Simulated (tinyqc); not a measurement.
Worked calculation: carrier lifetime from Shockley-Read-Hall, radiative, Auger and surface recombination. Computed by tinyqc, a small Python program that keeps every step. Command: `OMP_NUM_THREADS=1 python tinyqc.py 3003891 3003892 out.jsonl lifetime walk`. One thread of a shared host (Intel(R) Xeon(R) Processor @ 2.30GHz), about 0.02 s of CPU time with the checks. Intermediate numbers are printed to about 5 digits and carried at full precision; extremes and crossings named in words are read from the listed rows.

Energies are counted from the top of the valence band. Boltzmann statistics, full ionisation, and equal excess densities of electrons and holes.

Inputs (values chosen for the exercise, for a model semiconductor):

| quantity | value | unit |
|---|---|---|
| gap E_g | 0.836 | eV |
| electron mass m_e | 0.0447 | m_0 |
| valleys M_c | 1 | - |
| hole mass m_h | 0.449 | m_0 |
| temperature T | 250 | K |
| doping N | 6.7e+15 | cm^-3 |
| trap level E_t | 0.496 | eV |
| trap density N_t | 1.8e+13 | cm^-3 |
| electron cross-section sigma_n | 1e-17 | cm^2 |
| hole cross-section sigma_p | 5.1e-14 | cm^2 |
| radiative coefficient B | 2.5e-11 | cm^3/s |
| Auger coefficient C_n | 2.8e-31 | cm^6/s |
| Auger coefficient C_p | 5.3e-31 | cm^6/s |
| excess density dn | 1.4e+15 | cm^-3 |
| generation rate G | 2.4e+22 | cm^-3 s^-1 |
| diffusion coefficient D | 29 | cm^2/s |
| surface velocity S | 70 | cm/s |
| thickness W | 40 | micrometre |

Doping: n-type. Surface term: two equal surfaces.

Constants: m_0 = 9.1093837015e-31 kg; k_B = 1.380649e-23 J/K; h = 6.62607015e-34 J s; k_B = 8.617333262e-05 eV/K.

## Equilibrium densities

N_c = 2 M_c (2 pi m_e k_B T/h^2)^(3/2) and N_v = 2 (2 pi m_h k_B T/h^2)^(3/2), masses in units of m_0. n_i = sqrt(N_c N_v) exp(-E_g/2 k_B T); majority density N/2 + sqrt(N^2/4 + n_i^2), minority density n_i^2 over it.

N_c = 1.8041e+17 cm^-3

N_v = 5.7434e+18 cm^-3

n_i = 3.8125e+09 cm^-3

n_0 = 6.70e+15 cm^-3

p_0 = 2169.4 cm^-3

## Capture times and SRH densities

v = sqrt(3 k_B T/m) with m_e or m_h; tau_n0 = 1/(sigma_n v_n N_t), tau_p0 = 1/(sigma_p v_p N_t); n1 = N_c exp(-(E_g - E_t)/k_B T), p1 = N_v exp(-E_t/k_B T).

v_n = 5.0428e+07 cm/s

v_p = 1.5911e+07 cm/s

tau_n0 = 1.1017e-04 s

tau_p0 = 6.8462e-08 s

n1 = 2.5244e+10 cm^-3

p1 = 5.7577e+08 cm^-3

n1 and p1 are both far below the doping: the level acts as a deep recombination centre.

## Surface lifetime

The slowest diffusion mode has x tan x = S W/(2 D) with 0 < x < pi/2 (bisection), and tau_s = W^2/(4 x^2 D). The common approximation is W/(2 S) + W^2/(pi^2 D).

x = 0.069425

tau_s = 2.8617e-05 s

approximate tau_s = 2.8627e-05 s

The approximation is off by 0.035 %. Recombination at the surfaces limits: tau_s is close to W/2S.

## Lifetimes at the given injection

With n = n_0 + dn, p = p_0 + dn and U/dn = 1/tau: (n p - n_i^2)/dn = n_0 + p_0 + dn = s; 1/tau_SRH = s/[tau_p0 (n + n1) + tau_n0 (p + p1)]; 1/tau_rad = B s; 1/tau_Aug = (C_n n + C_p p) s; the rates add, with 1/tau_s. Radiative efficiency = tau_eff/tau_rad; effective diffusion length = sqrt(D tau_eff).

tau_SRH at dn = 1.9110e-05 s

tau_rad at dn = 4.9383e-06 s

tau_Aug at dn = 0.041016 s

effective lifetime at dn = 3.4507e-06 s

radiative efficiency at dn = 0.69876

effective diffusion length at dn = 100.03 micrometre

Radiative recombination carries 70 % of the rate; dn/N = 0.21 is intermediate injection.

## Steady state under generation

dn solves dn/tau_eff(dn) = G (60 bisections in ln dn between 1e-2 and 1e22 cm^-3); the splitting of the quasi-Fermi levels is k_B T ln(n p/n_i^2).

steady excess density = 2.6988e+16 cm^-3

lifetime in the steady state = 1.1245e-06 s

quasi-Fermi splitting under G = 0.68437 eV

The splitting, an upper bound for e V_oc, is 82 % of the gap.

## Lifetime against injection

Rows stop below half the smaller effective density of states.

Lifetimes (s):

| dn (cm^-3) | SRH | radiative | Auger | effective | radiative efficiency | fastest channel |
|---|---|---|---|---|---|---|
| 1.00e+10 | 6.8637e-08 | 5.9701e-06 | 0.079559 | 6.7696e-08 | 0.01134 | SRH |
| 1.00e+11 | 7.0116e-08 | 5.9701e-06 | 0.079555 | 6.9135e-08 | 0.01158 | SRH |
| 1.00e+12 | 8.4913e-08 | 5.9693e-06 | 0.079513 | 8.3477e-08 | 0.01398 | SRH |
| 1.00e+13 | 2.3266e-07 | 5.9613e-06 | 0.079099 | 2.2218e-07 | 0.03727 | SRH |
| 1.00e+14 | 1.6886e-06 | 5.8824e-06 | 0.075145 | 1.2544e-06 | 0.21325 | SRH |
| 1.00e+15 | 1.4376e-05 | 5.1948e-06 | 0.048351 | 3.3667e-06 | 0.64809 | radiative |
| 1.00e+16 | 6.6037e-05 | 2.3952e-06 | 0.006002 | 2.1379e-06 | 0.89256 | radiative |

tau_SRH goes from 6.86e-8 s at low injection (the minority capture time, 6.85e-8 s) to 6.60e-5 s in the last row; at high injection it tends to tau_n0 + tau_p0 = 1.10e-4 s. Ruling channel by row: SRH from 1e10, radiative from 1e15 cm^-3.

## Where in the gap a trap does harm

Low injection: tau = [tau_p0 (n_0 + n1) + tau_n0 (p_0 + p1)]/(n_0 + p_0). Depleted region (n = p = 0): generation lifetime tau_g = (tau_p0 n1 + tau_n0 p1)/n_i. n1 = N_c exp(-(E_g - E_t)/k_B T), p1 = N_v exp(-E_t/k_B T).

The same trap at other energies:

| E_t (eV) | SRH lifetime (s) | generation lifetime (s) |
|---|---|---|
| 0.050 | 9.2725e-03 | 1.6295e+04 |
| 0.125 | 2.8534e-04 | 5.0133e+02 |
| 0.209 | 5.8480e-06 | 1.0157e+01 |
| 0.293 | 1.8555e-07 | 2.0578e-01 |
| 0.376 | 7.0947e-08 | 4.3671e-03 |
| 0.418 | 6.8816e-08 | 6.2161e-04 |
| 0.460 | 6.8513e-08 | 8.8561e-05 |
| 0.543 | 6.8466e-08 | 5.8945e-06 |
| 0.627 | 6.8575e-08 | 1.9831e-04 |
| 0.711 | 7.4031e-08 | 9.7863e-03 |
| 0.786 | 2.4946e-07 | 3.1809e-01 |

The SRH lifetime (other channels left aside) stays within 10 % of its least value, among these rows, from E_t = 0.376 to 0.711 eV. The generation lifetime has a sharp minimum, among these rows at 0.543 eV and exactly at 0.535 eV, where tau_p0 n1 = tau_n0 p1, since generation needs two thermal jumps and the larger one rules.

Checks made by the program: n1 p1 = n_i^2 (relative difference below 1e-10); x tan x at the root (relative difference below 1e-10).
